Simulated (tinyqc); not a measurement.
Changing the density-of-states mass m: single-band model of a thermoelectric material. Computed by tinyqc, a small Python program. Command: `OMP_NUM_THREADS=1 python tinyqc.py 3029487 3029488 out.jsonl thermo sweep`. One thread of a shared host (Intel(R) Xeon(R) Processor @ 2.30GHz), about 0.04 s of CPU time with the checks.

One spherical band, one scattering law, no minority carriers and no phonon drag. In a real material minority carriers limit |S| to about E_g/(2 e T), so larger values are formal. eta = E_F/(k_B T) is counted from the band edge; f = 1/(1 + exp(x - eta)).

Inputs (values chosen for the exercise, for a model material):
```
quantity                                value        unit
non-parabolicity alpha                    2.8        1/eV
mobility parameter mu_300                2000  cm^2/(V s)
temperature exponent p                    1.5           -
lattice thermal conductivity kappa_L        1     W/(m K)
carrier density n                     4.2e+17      1/cm^3
temperature T                             550           K
```

Band: Kane. Scattering: acoustic phonons, r = -0.5.

Constants: m_0 = 9.1093837015e-31 kg; k_B = 1.380649e-23 J/K; hbar = 1.054571817e-34 J s; k_B = 8.617333262e-05 eV/K; e = 1.602176634e-19 C.

Method:
- With x = E/(k_B T), a = alpha k_B T (0 for a parabolic band), G = x (1 + a x), D = 1 + 2 a x and <y> = int y f (1 - f) dx, f = 1/(1 + exp(x - eta)): tau = tau_0 G^r/D; transport function s = G^(3/2 + r)/D^2; n = N_0 <G^(3/2)> with N_0 = (2 m k_B T)^(3/2)/(3 pi^2 hbar^3).
- Integrals over x = E/(k_B T) use 160 Gauss-Legendre points in u = sqrt(x) from 0 to sqrt(max(eta, 0) + 32).
- Solve for eta.
- sigma = e mu_0 N_0 <s> with mu_0 = e tau_0/m = mu_300 (T/300 K)^(-p); |S| = (k_B/e)(<x s>/<s> - eta); Lorenz number L = (k_B/e)^2 (<x^2 s>/<s> - (<x s>/<s>)^2); kappa_e = L sigma T; zT = S^2 sigma T/(kappa_L + kappa_e).
- Hall factor r_H = <G^(3/2)> <G^(3/2 + 2r)/D^4>/<s>^2; drift mobility sigma/(n e) with n = N_0 <G^(3/2)>; power factor S^2 sigma.
- Quality factor B = (k_B/e)^2 e mu_0 N_0 T/kappa_L; zT and the power factor are maximised over eta between -8 and 30.

One run for each value; columns: (1) density-of-states mass m (m_0); (2) Seebeck coefficient |S| (microvolt/K); (3) largest power factor (microwatt/(cm K^2)); (4) density of the largest zT (1/cm^3); (5) largest zT:
```
(1)       (2)     (3)         (4)     (5)
0.052  231.51   0.783  7.0619e+17  0.0425
0.078  281.52   1.439  1.2648e+18  0.0772
0.120  335.81   2.747  2.3023e+18  0.1441
0.170  380.20   4.631  3.6519e+18  0.2361
0.260  434.68   8.759  6.1675e+18  0.4221
0.380  483.52  15.477  9.4231e+18  0.6906
0.570  535.80  28.433  1.4089e+19  1.1288
0.840  585.85  50.866  1.9725e+19  1.7389
```

Over the rows, Seebeck coefficient |S| (microvolt/K) rises from 232 to 586 (exponent d ln y / d ln x 0.48 between the first rows and 0.23 between the last); largest power factor (microwatt/(cm K^2)) rises from 0.783 to 50.9 (exponent d ln y / d ln x about 1.5 throughout); density of the largest zT (1/cm^3) rises from 7.06e17 to 1.97e19 (exponent d ln y / d ln x 1.4 between the first rows and 0.87 between the last). The exponent of largest power factor stays at 1.5: at fixed mu_0 the power factor scales with N_0. mu_300 is held fixed, which is what more valleys give; a heavier single valley would lose mobility as m^(-5/2) under acoustic scattering.

Caution (rows 0.170, 0.260, 0.380, 0.570, 0.840): at so low a doping minority carriers, left out here, would cut S in a narrow-gap material.

Extremes, crossings and ranges named in words are read from the listed rows.
